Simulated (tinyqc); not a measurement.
# Changing the eps_inf

Model: single-oscillator infrared dielectric function of a polar cubic crystal. Computed by tinyqc, a small Python program. Command: `OMP_NUM_THREADS=1 python tinyqc.py 3024919 3024920 out.jsonl infrared sweep`. One thread of a shared host (Intel(R) Xeon(R) Processor @ 2.30GHz), about 0.01 s of CPU time with the checks.

One ion pair, charges +Z* and -Z*, in a cell of volume Omega = a^3/4. Frequencies omega are given as wavenumbers (1/cm); eps_s is the static dielectric constant.

Inputs (values chosen for the exercise, modelled on cubic gallium nitride):

| quantity | value | unit |
|---|---|---|
| lattice constant a | 4.52 | angstrom |
| mass M_A | 69.72 | u |
| mass M_B | 14.007 | u |
| omega_TO | 544 | 1/cm |
| Born charge Z* | 2.69 | e |

Structure: zinc blende. Free carriers: present.

Constants: nu for 1 eV/(angstrom^2 u) = 15.6333042 THz; 1 THz = 33.35640952 1/cm; e^2/(4 pi eps_0) = 14.39964548 eV angstrom.

Method. mu = M_A M_B/(M_A + M_B); ionic plasma term W^2 = 4 pi Z*^2 (e^2/(4 pi eps_0))/(Omega mu) in eV/(angstrom^2 u), turned into 1/cm by W = 15.6333042 x 33.35640952 x sqrt(W^2); omega_LO^2 = omega_TO^2 + W^2/eps_inf; eps_s = eps_inf + W^2/omega_TO^2; Szigeti charge 3 Z*/(eps_inf + 2); longitudinal (Callen) charge Z*/eps_inf.

One run for each value:

| eps_inf | omega_LO (1/cm) | eps_s | Szigeti charge (e) | Callen charge (e) |
|---|---|---|---|---|
| 1.8 | 1015 | 6.27 | 2.124 | 1.494 |
| 2.7 | 886 | 7.17 | 1.717 | 0.996 |
| 4.0 | 792 | 8.47 | 1.345 | 0.672 |
| 6.0 | 719 | 10.47 | 1.009 | 0.448 |
| 9.0 | 665 | 13.47 | 0.734 | 0.299 |
| 13.0 | 631 | 17.47 | 0.538 | 0.207 |
| 20.0 | 602 | 24.47 | 0.367 | 0.135 |
| 30.0 | 583 | 34.47 | 0.252 | 0.090 |

Describe and explain the trends.

Over the rows, omega_LO (1/cm) falls from 1020 to 583 (exponent d ln y / d ln x -0.33 between the first rows and -0.077 between the last); eps_s rises from 6.27 to 34.5 (exponent d ln y / d ln x 0.33 between the first rows and 0.85 between the last); Szigeti charge (e) falls from 2.12 to 0.252 (exponent d ln y / d ln x -0.52 between the first rows and -0.92 between the last). Electronic screening divides omega_LO^2 - omega_TO^2 by eps_inf, while the ionic part of eps_s does not depend on it.
